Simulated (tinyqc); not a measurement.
From results back to parameters: Penn model of the dielectric constant and Phillips ionicity. Three cases, with inputs chosen for the exercise.

Problem. eps was computed from a and a hidden C.

n = 32/a^3; Ep^2 = 8 pi c e2 n with c = hbar^2/2m0, e2 = e^2/(4 pi eps0); EF = c (3 pi^2 n)^(2/3); eps = 1 + (Ep/Eg)^2 S with S = 1 - Eg/(4 EF) + (Eg/(4 EF))^2/3, Eg the Penn gap. Core d shells are left out.

Phillips: bond length d = sqrt(3) a/4; homopolar gap Eh = 39.74 d^(-2.48) eV (d in angstrom); Eg^2 = Eh^2 + C^2; ionicity fi = C^2/Eg^2.

Constants: hbar^2/2m0 = 3.80998211 eV angstrom^2; e^2/(4 pi eps0) = 14.39964547 eV angstrom.

Case 1.

Values chosen (out of a larger set: near those of AlN; not measured data): a = 4.375 angstrom (cubic lattice constant, 32 valence electrons a cell).

eps = 4.63867

Case 2.

Values chosen (out of a larger set: near those of ZnSe; not measured data): a = 5.694 angstrom (cubic lattice constant, 32 valence electrons a cell).

eps = 5.32082

Case 3.

Values chosen (out of a larger set: near those of GaP; not measured data): a = 5.469 angstrom (cubic lattice constant, 32 valence electrons a cell).

eps = 8.76666

Find: Eg; Eh; C; fi.

Solution. eps falls steadily with Eg, so one Eg fits; C^2 = Eg^2 - Eh^2.

Case 1.

Eg = 11.170 eV
Eh = 8.149 eV
C = 7.64 eV
fi = 0.468

Case 2.

Eg = 6.881 eV
Eh = 4.239 eV
C = 5.42 eV
fi = 0.620

Case 3.

Eg = 5.563 eV
Eh = 4.685 eV
C = 3.00 eV
fi = 0.291

Computed by tinyqc, one run a case: `OMP_NUM_THREADS=1 python tinyqc.py N N+1 out.jsonl` with N = 1650776, 1650867, 1650918; one thread of a shared Intel(R) Xeon(R) Processor @ 2.30GHz, about 0.01 s a run at most.
